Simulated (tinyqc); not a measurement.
Thermionic-field emission through a Schottky barrier, WKB: one step of the calculation.

Metal on an n-type semiconductor with one parabolic valley; V > 0 is forward bias (metal positive). Energies E are counted from the conduction edge of the neutral semiconductor, whose Fermi level lies at -xi; that of the metal lies at -xi - V. The barrier is a parabola of height Vd = phi - xi - V (depletion approximation, no image force).

Task. Current density on a coarse grid. For E < Vd, ln T(E) = -(Vd/E00) [sqrt(1 - y) - y ln((1 + sqrt(1 - y))/sqrt(y))], y = E/Vd; T(E) = 1 above. J = A* T (q/kB) int_0^infinity T(E) N(E) dE, N = ln[(1 + exp((-xi - E)/Vt))/(1 + exp((-xi - V - E)/Vt))], A* = 4 pi q me m0 kB^2/h^3 (times 1e-4 for A/(cm^2 K^2)). Simpson's rule on nE equally spaced points from 0 to Eb.

Values chosen for this exercise; band and dielectric values close to those of silicon: temperature T = 400 K; electron mass me = 0.261 m0; bias V = 0.11 V; points of the energy grid nE = 13; upper end of the energy grid Eb = 0.46 eV.

Constants: q = 1.602176634e-19 C, kB = 1.380649e-23 J/K, h = 6.62607015e-34 J s, m0 = 9.1093837015e-31 kg, Vt = kB T/q. Results are converted to the units shown.

xi = 0.054889926 eV
Vd = 0.25511007 V
E00 = 10.517854 meV

Wanted: E; T(E); N; T(E) N; J.

Result.

```
point   E (eV)        T(E)          N      T(E) N
0      0.00000  2.9255e-11    0.17685  5.1737e-12
1      0.03833   6.6659e-8   0.062012   4.1336e-9
2      0.07667   1.0400e-5   0.020859   2.1693e-7
3      0.11500   5.2277e-4  0.0069122   3.6135e-6
4      0.15333    0.011424  0.0022789   2.6034e-5
5      0.19167     0.12033  7.5009e-4   9.0259e-5
6      0.23000     0.60074  2.4675e-4   1.4823e-4
7      0.26833      1.0000  8.1154e-5   8.1154e-5
8      0.30667      1.0000  2.6690e-5   2.6690e-5
9      0.34500      1.0000  8.7775e-6   8.7775e-6
10     0.38333      1.0000  2.8866e-6   2.8866e-6
11     0.42167      1.0000  9.4932e-7   9.4932e-7
12     0.46000      1.0000  3.1220e-7   3.1220e-7
```

J = 2134.6 A/cm^2

The integrand peaks at E = 0.230 eV among these points, 0.90 of the barrier height.

Range of the model: One isotropic valley is assumed; bands with several valleys have a larger Richardson constant and Nc. The depletion approximation, a parabolic band and the neglect of image-force lowering make these currents estimates at high doping.

Program tinyqc, `OMP_NUM_THREADS=1 python tinyqc.py 2640118 2640119 out.jsonl`; Intel Xeon 2.30GHz, shared host, one thread, about 0.05 s.
